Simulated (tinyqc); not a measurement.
Changing the temperature T: BCS gap equation with a constant attraction inside the Debye window. Computed by tinyqc, a small Python program. Command: `OMP_NUM_THREADS=1 python tinyqc.py 3007932 3007933 out.jsonl bcs sweep`. One thread of a shared host (Intel(R) Xeon(R) Processor @ 2.30GHz), about 0.01 s of CPU time with the checks.

Pairs attract with strength V for |xi| < k_B Theta; N(0) is the density of states for one spin. Energies are given as temperatures (E/k_B, in K) unless marked.

Inputs (values chosen for the exercise, modelled on tantalum): coupling N(0)V = 0.238; Debye temperature Theta = 258 K; junction resistance R_n = 0.3 kilo-ohm.

Solver: secant.

Constants: k_B = 8.617333262e-05 eV/K; hbar = 1.054571817e-34 J s; e = 1.602176634e-19 C; h = 6.62607015e-34 J s.

Method:
- Gap equation: 1/(N(0)V) = I(Delta, T) = int_0^Theta tanh(E/2T)/E d xi, E = sqrt(xi^2 + Delta^2); 64 Gauss-Legendre points in y with xi = max(Delta, T) sinh(y).
- Residual r = N(0)V I - 1, with Delta_0 = Theta/sinh(1/(N(0)V)). Secant steps in Delta^2, from Delta_0 and 0.9 Delta_0, with Delta^2 kept at or above 1e-6 K^2. Stop when |r| < 1e-9 or after 40 steps.
- Ambegaokar-Baratoff: I_c R_n = (pi Delta/(2e)) tanh(Delta/2T); Josephson energy E_J = hbar I_c/(2e), given as E_J/h; inductance hbar/(2 e I_c); thermal quasiparticle fraction x = n_qp/(2 N(0) Delta) = sqrt(2 pi T/Delta) exp(-Delta/T), valid for T well below Delta.

One run for each value:
```
temperature T (K),Delta(T) (K),I_c R_n (microvolt),Josephson inductance (nH),quasiparticle fraction x
0.438,7.7265,1045.9,0.09440,1.3024e-08
0.857,7.7257,1045.5,0.09444,1.0152e-04
1.280,7.7077,1038.3,0.09509,2.4778e-03
1.690,7.6305,1010.5,0.09770,1.2909e-02
2.110,7.4443,950.2,0.10391,3.9182e-02
2.530,7.1109,853.3,0.11571,8.9959e-02
2.950,6.5883,719.2,0.13729,1.7976e-01
3.370,5.8122,548.7,0.17993,3.4019e-01
3.790,4.6460,343.5,0.28744,6.6449e-01
4.200,2.6703,111.2,0.88804,1.6647e+00
```

Over the rows, Delta(T) (K) falls from 7.73 to 2.67 (exponent d ln y / d ln x -1.5e-4 between the first rows and -5.4 between the last); I_c R_n (microvolt) falls from 1050 to 111 (exponent d ln y / d ln x -5.1e-4 between the first rows and -11 between the last); Josephson inductance (nH) rises from 0.0944 to 0.888 (exponent d ln y / d ln x 5.1e-4 between the first rows and 11 between the last). At the low end the exponent of Delta(T) is 0.00, close to 0: the gap is flat at low T. Thermal quasiparticles block pairing states; they are exponentially few at low T, and near T_c the gap closes as sqrt(1 - T/T_c). I_c R_n goes as Delta^2/T there, so the inductance diverges.

Caution (rows 2.95, 3.37, 3.79, 4.20): T is not small against Delta, so the quasiparticle formula is only a rough guide.
